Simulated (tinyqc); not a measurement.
# Film and buried-oxide thickness from two coupling ratios

Inverse problem. In a depleted film -dVT/dVb is k1 = Cs Cbox/(Cox (Cs + Cbox)) for a front channel and k2 = Cbox (Cox + Cs)/(Cox Cs) for a back channel, with Cox = eps0 eox/tox, Cs = eps0 eps_r/ts, Cbox = 3.9 eps0/tb. Find ts and tb.

Parameters, values chosen for the exercise; band and dielectric values close to those of silicon:
```
symbol,value,unit,meaning
eps_r,11.6,,relative permittivity
eox,3.9,,relative permittivity of the gate insulator (close to silicon dioxide)
tox,3.4,nm,insulator thickness
```

coupling ratios for a front and a back channel: 0.037348485  0.085453825

Answer. With y = Cox/Cs and z = Cox/Cbox, 1/k1 = y + z and k2 = (1 + y)/z, so y = (k2/k1 - 1)/(1 + k2); the thicknesses follow from y and z.

ts = 12.00 nm
tb = 87.00 nm

Program tinyqc, `OMP_NUM_THREADS=1 python tinyqc.py 2190106 2190107 out.jsonl`; Intel Xeon 2.30GHz, shared host, one thread, about 0.6 s.
